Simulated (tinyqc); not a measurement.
Charge control and current of a heterostructure field-effect transistor: one step, computed by the program tinyqc.

Two subbands in a triangular well; E_F is counted from the conduction band edge of the channel at the interface.

Question. Threshold and barrier capacitance. Threshold V_T = phi_B - dE_c - e N_d (d - spacer)/(eps eps_0) (in volts); C_b = eps eps_0/d.

Inputs (values chosen for the exercise, modelled on AlGaAs/GaAs):
```
quantity,value,unit
permittivity eps (barrier and channel),12.2,-
barrier thickness d,27,nm
Schottky barrier phi_B,1,eV
conduction band offset dE_c,0.18,eV
delta-doping density N_d,4.4e+12,1/cm^2
spacer between delta layer and channel,2.5,nm
```

Charge source: delta doping. Velocity law: two-piece.

Constants: e = 1.602176634e-19 C; eps_0 = 8.8541878128e-12 F/m.

Give: threshold voltage V_T; barrier capacitance C_b.

Answer.

threshold voltage V_T = -0.7789 V

barrier capacitance C_b = 0.4001 microfarad/cm^2

The device is normally on.
